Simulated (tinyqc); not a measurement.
Worked calculation: bound state in one dimension: Numerov shooting, finite differences, DVR. Computed by tinyqc, a small Python program that keeps every step. Settings: points = 96. Command: `OMP_NUM_THREADS=1 python tinyqc.py 28929 28930 out.jsonl` (the two numbers bound the seeds that draw the settings). One thread of a shared host (Intel(R) Xeon(R) Processor @ 2.60GHz), about 0.01 s of CPU time with the checks.

## Numerov steps at E = 0.1

One particle of mass 1 in V = 0.81^2 x^2/2 + 0 x^4 (atomic units), psi = 0 at both ends:

| parameter | value |
|---|---|
| left end | -4.500000 |
| right end | 4.500000 |
| intervals | 96 |
| h | 0.093750 |
| state sought (nodes) | 2 |

k_i = 2 m (E - V_i); (1 + h^2 k_(i+1)/12) y_(i+1) = 2 (1 - 5 h^2 k_i/12) y_i - (1 + h^2 k_(i-1)/12) y_(i-1), from y_0 = 0, y_1 = 0.001.

Points along the way:

| i | x | V | k | y |
|---|---|---|---|---|
| 0 | -4.500000 | 6.643013 | -13.086025 | 0.000000 |
| 1 | -4.406250 | 6.369104 | -12.538207 | 0.001000 |
| 2 | -4.312500 | 6.100961 | -12.001922 | 0.002110 |
| 3 | -4.218750 | 5.838585 | -11.477170 | 0.003444 |
| 4 | -4.125000 | 5.581976 | -10.963952 | 0.005128 |
| 5 | -4.031250 | 5.331133 | -10.462266 | 0.007308 |
| 32 | -1.500000 | 0.738112 | -1.276225 | 3.074363 |
| 33 | -1.406250 | 0.648732 | -1.097463 | 3.498849 |
| 34 | -1.312500 | 0.565117 | -0.930235 | 3.957028 |
| 35 | -1.218750 | 0.487270 | -0.774539 | 4.447503 |
| 36 | -1.125000 | 0.415188 | -0.630377 | 4.968198 |
| 37 | -1.031250 | 0.348873 | -0.497747 | 5.516365 |

## Bisection on the node count

With more sign changes than the state has nodes (the last point included) the energy is too high, else too low; the bracket starts as 0.1 to 12.

Trials:

| trial | E | sign changes | y at the right end | next |
|---|---|---|---|---|
| 1 | 6.05000000 | 7 | -8.63e-03 | lower |
| 2 | 3.07500000 | 4 | 4.65e-01 | lower |
| 3 | 1.58750000 | 2 | 2.84e+01 | raise |
| 4 | 2.33125000 | 3 | -3.11e+00 | lower |
| 5 | 1.95937500 | 2 | 2.34e+00 | raise |
| 6 | 2.14531250 | 3 | -2.47e+00 | lower |
| 7 | 2.05234375 | 3 | -7.51e-01 | lower |
| 8 | 2.00585938 | 2 | 6.06e-01 | raise |
| 9 | 2.02910156 | 3 | -1.18e-01 | lower |
| 10 | 2.01748047 | 2 | 2.32e-01 | raise |
| 11 | 2.02329102 | 2 | 5.46e-02 | raise |
| 12 | 2.02619629 | 3 | -3.22e-02 | lower |
| 13 | 2.02474365 | 2 | 1.10e-02 | raise |
| 14 | 2.02546997 | 3 | -1.06e-02 | lower |
| ... | ... | ... | ... | ... |
| 29 | 2.02511282 | 3 | -4.85e-07 | lower |
| 30 | 2.02511281 | 3 | -1.55e-07 | lower |
| 31 | 2.02511280 | 2 | 1.06e-08 | raise |

eigenvalue = 2.02511280 hartree

## The same grid by other methods

Three-point finite differences and the sine-DVR kinetic matrix of Colbert and Miller on the same points.

Lowest levels (hartree):

| state | finite differences | DVR |
|---|---|---|
| 0 | 0.404820 | 0.405000 |
| 1 | 1.214107 | 1.215008 |
| 2 | 2.022772 | 2.025117 |
| 3 | 2.831497 | 2.836015 |
| 4 | 3.643507 | 3.650993 |
